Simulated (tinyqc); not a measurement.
## Radius, Mott density and mass from the binding energy

Question. A donor has the isolated binding energy E0 = cc Ry, Ry = (m0 q^3/(8 eps0^2 h^2)) me/eps_r^2 in eV, radius a = q/(8 pi eps0 eps_r E0) and Mott density (0.26/a)^3. Find a, the Mott density and me.

Inputs (values chosen for the exercise):
```
symbol  value  unit                                                 meaning
eps_r    12.9                                         relative permittivity
cc          1        ratio of the true binding energy to the hydrogenic one
```

Constants: q = 1.602176634e-19 C, eps0 = 8.8541878128e-12 F/m, h = 6.62607015e-34 J s, m0 = 9.1093837015e-31 kg. Results are converted to the units shown.

E0 = 5.5024527 meV

Solution. Each follows directly from E0.

a = 10.14 nm
Mott density = 1.684e16 cm^-3
me = 0.06730 m0

Numbers from tinyqc (`OMP_NUM_THREADS=1 python tinyqc.py 2330153 2330154 out.jsonl`; about 0.01 s on one thread of a shared Intel Xeon 2.30GHz).
